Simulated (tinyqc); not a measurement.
Inside a calculation. Method: LCCD on RHF in the 6-31g basis, for H2, spin multiplicity 1. One step of it, computed by the program tinyqc.

Question. LCCD: starting amplitudes. t_ij^ab = <ij||ab> / (e_i + e_j - e_a - e_b), whose energy is MP2.

orbital energies (hartree): MO1 -0.560524, MO2 0.204457, MO3 0.836830, MO4 1.265413

Two-electron integrals over orbitals (pq|rs), unique and non-zero (hartree):
```
(11|11) 0.607351    (21|21) 0.093385    (22|11) 0.437597    (22|22) 0.392661
(31|11) 0.151226    (31|22) 0.058890    (31|31) 0.102413    (32|21) -0.007118
(32|32) 0.034448    (33|11) 0.518465    (33|22) 0.390433    (33|31) 0.119637
(33|33) 0.467459    (41|21) -0.080996   (41|32) -0.035153   (41|41) 0.124492
(42|11) -0.141601   (42|22) -0.063085   (42|31) -0.078118   (42|33) -0.108377
(42|42) 0.075367    (43|21) -0.100867   (43|32) -0.017039   (43|41) 0.125735
(43|43) 0.149637    (44|11) 0.615592    (44|22) 0.446130    (44|31) 0.187066
(44|33) 0.542593    (44|42) -0.166993   (44|44) 0.685775
```

Give: Starting amplitudes; correlation energy.

Answer.

Starting amplitudes (spin orbitals 1a, 1b, ...; amplitudes related by a flip of all spins are not repeated):
```
from      to        t
1a 1b  2a 2b  -0.0610
1a 1b  3a 3b  -0.0366
1a 1b  4a 4b  -0.0341
1a 1b  2a 4b   0.0313
```

correlation energy = -0.018761 hartree
